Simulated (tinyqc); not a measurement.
Dielectric constant under pressure: Penn model of the dielectric constant and Phillips ionicity.

n = 32/a^3; Ep^2 = 8 pi c e2 n with c = hbar^2/2m0, e2 = e^2/(4 pi eps0); EF = c (3 pi^2 n)^(2/3); eps = 1 + (Ep/Eg)^2 S with S = 1 - Eg/(4 EF) + (Eg/(4 EF))^2/3, Eg the Penn gap. Core d shells are left out.

Phillips: bond length d = sqrt(3) a/4; homopolar gap Eh = 39.74 d^(-2.48) eV (d in angstrom); Eg^2 = Eh^2 + C^2; ionicity fi = C^2/Eg^2.

Constants: hbar^2/2m0 = 3.80998211 eV angstrom^2; e^2/(4 pi eps0) = 14.39964547 eV angstrom.

Parameters, chosen for this exercise (out of a larger set: near those of InSb; not measured data): a = 6.496 angstrom (cubic lattice constant, 32 valence electrons a cell); C0 = 2.16 eV (ionic gap, held fixed).

The lattice constant is scaled by the factor listed; C = C0.

Results:

| factor | Eh (eV) | Eg (eV) | Ep (eV) | eps | fi |
|---|---|---|---|---|---|
| 0.94 | 3.564 | 4.168 | 13.921 | 11.019 | 0.269 |
| 0.96 | 3.383 | 4.014 | 13.488 | 11.136 | 0.290 |
| 0.98 | 3.214 | 3.873 | 13.077 | 11.229 | 0.311 |
| 0.99 | 3.135 | 3.807 | 12.880 | 11.266 | 0.322 |
| 1.00 | 3.057 | 3.743 | 12.687 | 11.297 | 0.333 |
| 1.02 | 2.911 | 3.625 | 12.316 | 11.340 | 0.355 |
| 1.04 | 2.774 | 3.516 | 11.962 | 11.359 | 0.377 |

Give the missing row, factor = 1.01.

Computed row:
```
factor  Eh (eV)  Eg (eV)  Ep (eV)     eps     fi
1.01      2.983    3.683   12.499  11.321  0.344
```

d ln eps/d ln a = +0.25 around factor 1: eps falls under compression. Ep^2 goes as a^-3 and Eh^2 as a^-4.96; with C fixed Eg^2 goes as a^-3.31 at fi = 0.333, and leaving S aside the two powers balance at fi = 0.395. The slope is a difference of two powers and the model omits d shells and any change of C, so it is no prediction for a real crystal; eps from C0 (row 1.00) need not match a measured ei.

Program tinyqc; command `OMP_NUM_THREADS=1 python tinyqc.py 1652785 1652786 out.jsonl`; about 0.01 s on one thread of a shared Intel(R) Xeon(R) Processor @ 2.30GHz.
